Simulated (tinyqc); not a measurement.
Random telegraph noise from one oxide trap in a small MOSFET: one step of the calculation.

An acceptor-like trap exchanges electrons with the channel. Inversion charge Q = Cox u, u = n Vt W0(exp((Vg - VT)/(n Vt))), W0 the Lambert function, n = nf, Cox = eps0 eox/tox; linear regime Id = (W/L) mu Q Vd. Relative to threshold the surface potential rises by Vt ln(u/u0) and the oxide voltage by the rest of Vg - VT, with u0 = n Vt W0(1).

Task. Step height. A = W L; threshold step dV = q (1 - xt/tox)/(Cox A); gm/Id = 1/(u + n Vt); relative step dI/I = (gm/Id) dV + asc mu/A. Id as defined.

Values chosen for this exercise; values of the order met in silicon transistors: temperature T = 350 K; relative permittivity of the gate insulator (close to silicon dioxide) eox = 3.9; insulator thickness tox = 4.2 nm; depth of the trap from the channel interface xt = 2.1 nm; body factor nf = 1.16; gate width W = 71 nm; gate length L = 31 nm; mobility mu = 210 cm^2/(V s); scattering coefficient of the charged trap asc = 0 V s; drain voltage Vd = 0.05 V.

Constants: q = 1.602176634e-19 C, kB = 1.380649e-23 J/K, Vt = kB T/q, eps0 = 8.8541878128e-14 F/cm where lengths are in cm. Results are converted to the units shown.

u = 0.21626992 V
N = 1.1098129e12 cm^-2

Give: electrons in the channel N A; dV; gm/Id; number part of dI/I; dI/I; Id; dI.

Result.

electrons in the channel N A = 24.427
dV = 4.4269 mV
gm/Id = 3.9800 1/V
number part of dI/I = 1.7619 %
dI/I = 1.7619 %
Id = 4.2761 uA
dI = 75.340 nA

Range of the model: VT is taken as given; short-channel effects and the uneven flow of current among few electrons are left out.

Numbers from tinyqc (`OMP_NUM_THREADS=1 python tinyqc.py 2710163 2710164 out.jsonl`; about 0.01 s on one thread of a shared Intel Xeon 2.30GHz).
